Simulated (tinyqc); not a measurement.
Strain dependence: valley-orbit splitting of a donor ground state, with strain. Computed by tinyqc, a small Python program. Command: `OMP_NUM_THREADS=1 python tinyqc.py 3014638 3014639 out.jsonl valleyorbit walk`. One thread of a shared host (Intel(R) Xeon(R) Processor @ 2.30GHz), about 0.01 s of CPU time with the checks.

The basis is the 1s envelope in each valley; energies are counted from the unstrained conduction-band edge. The strain is e_s (a a^T - 1/3) for the unit stress axis a, so valley j along n_j moves by Xi_u e_s w_j with w_j = (n_j.a)^2 - 1/3: +1/3 for [111] and [-1-11], -1/3 for the others.

Inputs (values chosen for the exercise, modelled on donors in germanium): single-valley binding energy E_0 = 9.47 meV; central-cell shift Lambda = 0.69 meV; coupling Delta_1 = 0.94 meV; shear deformation potential Xi_u = 15.7 eV; shear strain e_s = -8.2e-05.

Valleys: four along <111>. Stress axis: [110].

Method:
- By symmetry: E(A1) = E_0 + Lambda + 3 Delta_1 (one state), E(T2) = E_0 + Lambda - Delta_1 (three), as binding energies.
- H_jj = -(E_0 + Lambda) + Xi_u e_s w_j; H_jk = -Delta_1 between any two valleys.
- The contact hyperfine ratio is A/A_0 = (sum_j c_j)^2/(number of valleys), c_j the valley amplitudes of the ground state; binding from the lowest valley edge.

E(A1) = 12.98 meV

Against strain:
```
e_s        Xi_u e_s (w_max - w_min) (meV)  binding (meV)  gap to next level (meV)    A/A_0
-6.60e-04                         -6.9080         11.578                   2.3585  0.73903
-2.50e-04                         -2.6167         12.082                   2.8621  0.91040
-8.20e-05                         -0.8583         12.599                   3.3792  0.98746
-2.50e-05                         -0.2617         12.854                   3.6337  0.99879
2.50e-05                           0.2617         12.854                   3.6337  0.99879
8.20e-05                           0.8583         12.599                   3.3792  0.98746
2.50e-04                           2.6167         12.082                   2.8621  0.91040
6.60e-04                           6.9080         11.578                   2.3585  0.73903
```

What does the comparison show, and why?

A/A_0 falls for either sign of strain, to 0.739 and 0.739 at the ends; its limits are the shares of the valleys that end up lowest, 2/4 under compression and 2/4 under tension. Near zero strain A/A_0 changes in second order, the binding in first. The binding energy drops from 12.98 meV to 11.58 and 11.58 meV, since fewer valleys share the valley-orbit gain.

Extremes, crossings and ranges named in words are read from the listed rows.
